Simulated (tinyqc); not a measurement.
## Voltage drop against the factor on the load at the hot node

A grid of 17 by 17 nodes with segments Rx (rows) and Ry (columns); every node draws I1 and the central node kh I1; pads with resistance Rp sit at the nodes whose row and column are multiples of the pitch, counting from 0. The drops u = Vdd - V follow from G u = i, with G the conductance matrix and i the load currents, solved directly. Here the pitch is 8.

Values chosen for this exercise: supply voltage Vdd = 0.9 V; resistance of a horizontal segment Rx = 0.86 ohm; resistance of a vertical segment Ry = 1.1 ohm; resistance from a pad node to the supply Rp = 0.16 ohm; load current of a node in the large grid I1 = 0.46 mA.

Result of one run:
```
kh  pads  worst drop (mV)  mean drop (mV)  largest drop at a pad (mV)  largest pad current (mA)  worst drop over Vdd (%)
10     9           13.379          11.297                      4.3062                    26.914                   1.4866
```

What becomes of these results when the factor on the load at the hot node kh is changed from 10 to 2, all else the same?

Result of the changed run:
```
kh  pads  worst drop (mV)  mean drop (mV)  largest drop at a pad (mV)  largest pad current (mA)  worst drop over Vdd (%)
2      9           13.240          11.192                      3.8312                    23.945                   1.4711
```

The whole series:
```
kh   pads  worst drop (mV)  mean drop (mV)  largest drop at a pad (mV)  largest pad current (mA)  worst drop over Vdd (%)
1       9           13.223          11.179                      3.7719                    23.574                   1.4692
2       9           13.240          11.192                      3.8312                    23.945                   1.4711
5       9           13.292          11.231                      4.0094                    25.059                   1.4769
10      9           13.379          11.297                      4.3062                    26.914                   1.4866
20      9           13.553          11.427                      4.8999                    30.625                   1.5059
50      9           14.074          11.819                      6.6811                    41.757                   1.5638
100     9           15.009          12.471                      9.6497                    60.310                   1.6676
```

The worst drop rises from 13.2 to 15.0 mV and the mean drop rises from 11.2 to 12.5 mV. The central node is itself a pad. The drops are linear in the loads, so the mean grows by 0.0131 mV for each unit of kh in every row.

tinyqc, about 0.1 s, one thread, Intel Xeon 2.30GHz (shared host): `OMP_NUM_THREADS=1 python tinyqc.py 2770187 2770188 out.jsonl`
